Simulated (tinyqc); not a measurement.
Worked calculation: plane-wave Kohn-Sham cycle with exchange-only LDA in a layered model solid. One step of it, computed by the program tinyqc.

Task: Iteration 2: potential. V_H(G) = 4 pi rho(G)/G^2 for G != 0 (uniform background); v_x = -(3 rho/pi)^(1/3); V = V_ext + V_H + v_x; Fourier components f(G_m) = (1/N) sum_j f(x_j) exp(-i G_m x_j).

A solid whose potential varies along x alone (atomic units):

| parameter | value |
|---|---|
| period a | 15.300000 |
| cross-section of the cell | 22.000000 |
| electrons per cell | 4 |
| grid points | 16 |
| plane waves -n..n, n | 3 |
| k points | 2 |
| V1 in V1 cos(2 pi x/a) | -0.470000 |
| V2 in V2 cos(4 pi x/a) | 0.140000 |

density after iteration 1 (e/bohr^3): 0.01581628  0.01787013  0.01969342  0.01644549  0.01081892  0.00725646  0.00613971  0.00596209  0.00594795  0.00596209  0.00613971  0.00725646  0.01081892  0.01644549  0.01969342  0.01787013

Give: Potentials on the grid; V(G_m), m = 0, 1, 2, ....

Result:

Potentials on the grid (hartree):

| x | V_ext | V_H | v_x | V |
|---|---|---|---|---|
| 0.0000 | -0.3300 | 0.5185 | -0.2472 | -0.0587 |
| 0.9563 | -0.3352 | 0.4936 | -0.2575 | -0.0990 |
| 1.9125 | -0.3323 | 0.4002 | -0.2659 | -0.1980 |
| 2.8687 | -0.2789 | 0.2224 | -0.2504 | -0.3069 |
| 3.8250 | -0.1400 | -0.0055 | -0.2178 | -0.3633 |
| 4.7812 | 0.0809 | -0.2234 | -0.1906 | -0.3332 |
| 5.7375 | 0.3323 | -0.3906 | -0.1803 | -0.2386 |
| 6.6937 | 0.5332 | -0.4926 | -0.1786 | -0.1379 |
| 7.6500 | 0.6100 | -0.5267 | -0.1784 | -0.0951 |
| 8.6062 | 0.5332 | -0.4926 | -0.1786 | -0.1379 |
| 9.5625 | 0.3323 | -0.3906 | -0.1803 | -0.2386 |
| 10.5188 | 0.0809 | -0.2234 | -0.1906 | -0.3332 |
| 11.4750 | -0.1400 | -0.0055 | -0.2178 | -0.3633 |
| 12.4313 | -0.2789 | 0.2224 | -0.2504 | -0.3069 |
| 13.3875 | -0.3323 | 0.4002 | -0.2659 | -0.1980 |
| 14.3438 | -0.3352 | 0.4936 | -0.2575 | -0.0990 |

V(G_m), m = 0, 1, 2, ... (hartree): -0.2192  0.0116  0.0714  -0.0025  -0.0004  -0.0001  0.0002
